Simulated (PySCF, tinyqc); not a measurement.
Coupled-perturbed Hartree-Fock on RHF in the sto-6g basis, for H3-, spin multiplicity 1, step by step. The basis has no diffuse functions, so it cannot describe the extra electron: this is an exercise in the method, not the real anion. The lowest restricted solution is unstable here: a spin-polarised one lies 0.0265 hartree lower (PySCF). One step of it, computed by the program tinyqc.

Question. Response to a field: uncoupled start. Field along z; U_ai = -mu_ai / (e_a - e_i), alpha = -4 sum U_ai mu_ai.

orbital energies (hartree): MO1 -0.094918, MO2 0.309805, MO3 0.762892

dipole integrals <a|z|i> (bohr):
```
,i1,i2
a3,-0.853984,0.634524
```

Give: uncoupled U; uncoupled polarisability.

Answer.

uncoupled U:
```
,i1,i2
a3,0.996,-1.400
```

uncoupled polarisability = 6.955 bohr^3
